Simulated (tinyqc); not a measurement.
## MOSFET in the linear regime without short-channel effects, parameter extraction from computed curves: extraction methods against the temperature

Inversion charge Q = Cox n Vt W0(exp((Vg - VT)/(n Vt))), W0 the Lambert function and n = nf; u = Q/Cox; mobility mu = mu0/(1 + th1 u + th2 u^2); channel resistance Rch = (L - dL)/(W mu Q); Id = Vd/(Rch + Rsd/W). Cox = eps0 eox/tox. Small Vd, no channel-length or drain effects.

From the continuous curve Id(Vg): tangent at peak gm (V_ext = Vg - Id/gm); constant current Id = 0.1 uA W/L; peak of d2Id/dVg2; Y = Id/sqrt(gm) drawn through Vg = VT + 0.6 and VT + 0.8 V, with intercept VT_Y and slope s. Mobilities gm,max L/(W Cox Vd) and s^2 L/(W Cox Vd) with the drawn L. Last column: share of Rsd/W in the total resistance at VT + 0.8 V.

Parameters, values chosen for the exercise; channel values of the order met in silicon transistors: relative permittivity of the gate insulator (close to silicon dioxide) eox = 3.9; insulator thickness tox = 1.1 nm; low-field mobility mu0 = 190 cm^2/(V s); first mobility attenuation factor th1 = 0.71 1/V; second mobility attenuation factor th2 = 0 1/V^2; threshold voltage VT = 0.62 V; body factor nf = 1.2; gate width W = 1 um; drawn gate length L = 0.17 um; drawn less effective length dL = 0.02 um; source plus drain resistance Rsd = 390 ohm um; drain voltage Vd = 0.02 V.

Constants: q = 1.602176634e-19 C, kB = 1.380649e-23 J/K, Vt = kB T/q, eps0 = 8.8541878128e-14 F/cm where lengths are in cm. Results are converted to the units shown.

Result of one run:

| T (K) | V_ext (V) | constant current (V) | second derivative (V) | VT_Y (V) | mobility from gm (cm^2/(V s)) | mobility from Y (cm^2/(V s)) | series share (%) |
|---|---|---|---|---|---|---|---|
| 300 | 0.598 | 0.584 | 0.603 | 0.665 | 111 | 195 | 42.1 |

What becomes of these results when the temperature T is changed from 300 to 110 K, all else the same?

Result of the changed run:

| T (K) | V_ext (V) | constant current (V) | second derivative (V) | VT_Y (V) | mobility from gm (cm^2/(V s)) | mobility from Y (cm^2/(V s)) | series share (%) |
|---|---|---|---|---|---|---|---|
| 110 | 0.619 | 0.623 | 0.616 | 0.649 | 142 | 208 | 43.2 |

The whole series:

| T (K) | V_ext (V) | constant current (V) | second derivative (V) | VT_Y (V) | mobility from gm (cm^2/(V s)) | mobility from Y (cm^2/(V s)) | series share (%) |
|---|---|---|---|---|---|---|---|
| 77 | 0.621 | 0.627 | 0.618 | 0.643 | 151 | 210 | 43.4 |
| 110 | 0.619 | 0.623 | 0.616 | 0.649 | 142 | 208 | 43.2 |
| 150 | 0.615 | 0.616 | 0.614 | 0.654 | 133 | 205 | 42.9 |
| 220 | 0.608 | 0.602 | 0.610 | 0.661 | 121 | 200 | 42.5 |
| 300 | 0.598 | 0.584 | 0.603 | 0.665 | 111 | 195 | 42.1 |
| 370 | 0.589 | 0.565 | 0.597 | 0.666 | 104 | 190 | 41.8 |
| 450 | 0.576 | 0.543 | 0.589 | 0.666 | 98.0 | 185 | 41.5 |

The model has VT = 0.62 V and mu0 = 190 cm^2/(V s). Over the table the extracted thresholds move by 44 mV (tangent), 84 mV (constant current), 28 mV (second derivative), 23 mV (Y function). The mobility from gm falls from 151 to 98.0 and that from Y falls from 210 to 185 cm^2/(V s).

Program tinyqc, `OMP_NUM_THREADS=1 python tinyqc.py 2210158 2210159 out.jsonl`; Intel Xeon 2.30GHz, shared host, one thread, about 0.01 s.
